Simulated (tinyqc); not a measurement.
Hole doping of the spin-split valence bands: two-band massive Dirac model of the K valleys.

Basis (conduction, valence): H = [[D/2, a t (tau kx - i ky)], [a t (tau kx + i ky), -D/2 + lam tau sz]], valley tau = +/-1, spin sz = +/-1. The gap of a spin and valley is G = D - lam tau sz. Berry curvature Omega = curl of i<u|grad u>; for the conduction band Omega_c = -tau 2 a^2 t^2 G/(G^2 + 4 a^2 t^2 k^2)^(3/2), and Omega_v = -Omega_c.

Parameters, chosen for this exercise (near those used for monolayer WSe2; the results hold for these values, not for the real material): a = 3.318 angstrom (lattice constant); D = 1.66 eV (gap parameter); t = 1.15 eV (effective hopping); lam = 0.216 eV (half the valence spin splitting).

The Fermi level lies E below the top of the valence band. kF for the upper and lower band of valley +1 from the two-band energy; each flavour holds kF^2/(4 pi) holes per area and both valleys count. Spin polarisation within one valley; Berry flux removed from valley +1, the sum of (1 - cos(theta_F))/2 with cos(theta_F) = G/sqrt(G^2 + 4 a^2 t^2 kF^2), in units of 2 pi.

Holes:

| E (meV) | kF upper (1/angstrom) | kF lower | p (1e12/cm^2) | spin polarisation in a valley | flux/2 pi |
|---|---|---|---|---|---|
| 54.0 | 0.0745 | 0.0000 | 8.84 | 1.000 | 0.0348 |
| 108.0 | 0.1073 | 0.0000 | 18.32 | 1.000 | 0.0651 |
| 216.0 | 0.1569 | 0.0000 | 39.20 | 1.000 | 0.1151 |
| 324.0 | 0.1984 | 0.0000 | 62.62 | 1.000 | 0.1549 |
| 410.4 | 0.2286 | 0.0000 | 83.19 | 1.000 | 0.1812 |
| 475.2 | 0.2503 | 0.0755 | 108.76 | 0.833 | 0.2205 |
| 648.0 | 0.3051 | 0.1762 | 197.58 | 0.500 | 0.3301 |
| 864.0 | 0.3701 | 0.2617 | 326.97 | 0.333 | 0.4300 |

What does the comparison show?

Up to E = 2 lam = 432 meV, a density of 88.6e12/cm^2, only the upper band of this model is emptied and each valley is fully spin-polarised, oppositely in the two. Beyond it the polarisation falls, to 0.33 in the last row. The flux, times e^2/h, is in size the change of the Hall conductivity of one valley; the other valley cancels it in the charge current. Rows with kF above about 0.2 1/angstrom lie beyond the range of the model, and in real layers the valley at Gamma, close below in MoS2 and WS2, can take holes as well.

(tinyqc, `OMP_NUM_THREADS=1 python tinyqc.py 1451903 1451904 out.jsonl`, Intel(R) Xeon(R) Processor @ 2.30GHz, 1 thread, shared host, about 0.01 s.)
